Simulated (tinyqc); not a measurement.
Single-junction solar cell, detailed-balance limit: two steps of the calculation.

Every photon above the gap Eg makes one pair and none below is absorbed; carriers thermalise at T and move without loss. Jsc = q fs X Phi(Eg, Ts); the dark current is J0 = q ge Phi(Eg, T)/ERE with the Boltzmann factor exp(V/Vt). The efficiency is the electrical power over fs X sigma Ts^4.

Inputs (values chosen for the exercise):

| symbol | value | unit | meaning |
|---|---|---|---|
| T | 350 | K | cell temperature |
| Ts | 7000 | K | temperature of the black-body sun |
| fs | 2.16e-5 |  | share of the hemisphere filled by the sun |
| X | 10 |  | concentration |
| ERE | 0.01 |  | external radiative efficiency |
| ge | 2 |  | number of faces that emit |
| Eg | 1.15 | eV | band gap |

Constants: q = 1.602176634e-19 C, kB = 1.380649e-23 J/K, h = 6.62607015e-34 J s, c = 299792458 m/s, Vt = kB T/q. Results are converted to the units shown.

Task 1. Photocurrent, dark current and incident power. Photon flux above E from a black body at temperature T into a hemisphere: Phi(E, T) = A sum_k exp(-k E/th)[E^2 th/k + 2 E th^2/k^2 + 2 th^3/k^3], k = 1, 2, ..., with th = kB T/q in eV and A = 2 pi q^3/(h^3 c^2). Jsc = q fs X Phi(Eg, Ts), J0 = q ge Phi(Eg, T)/ERE. Pin = fs X sigma Ts^4, sigma = 2 pi^5 kB^4/(15 h^3 c^2).

Give: Jsc; J0; Pin.

Result 1.

Jsc = 1109 mA/cm^2
J0 = 3.673e-9 mA/cm^2
Pin = 2941 mW/cm^2

Task 2. Voltages, fill factor and efficiency. Voc = Vt ln(1 + Jsc/J0), Vmp = v Vt, Jmp = Jsc - J0 (exp(v) - 1), FF = Vmp Jmp/(Voc Jsc), efficiency Vmp Jmp/Pin.

v = 23.245131
Jsc = 1108.7517 mA/cm^2
J0 = 3.6726330e-9 mA/cm^2
Pin = 2940.7469 mW/cm^2

Wanted: Voc; Eg/q - Voc; Vmp; Jmp; FF; efficiency.

Result 2.

Voc = 0.7972 V
Eg/q - Voc = 0.3528 V
Vmp = 0.7011 V
Jmp = 1063 mA/cm^2
FF = 0.8431
efficiency = 25.34 %

Of the voltage deficit, Vt ln(1/ERE) = 139 mV is due to non-radiative recombination.

Computed by the program tinyqc: `OMP_NUM_THREADS=1 python tinyqc.py 2820020 2820021 out.jsonl`, one thread of a shared Intel Xeon 2.30GHz, about 0.01 s for the whole run.
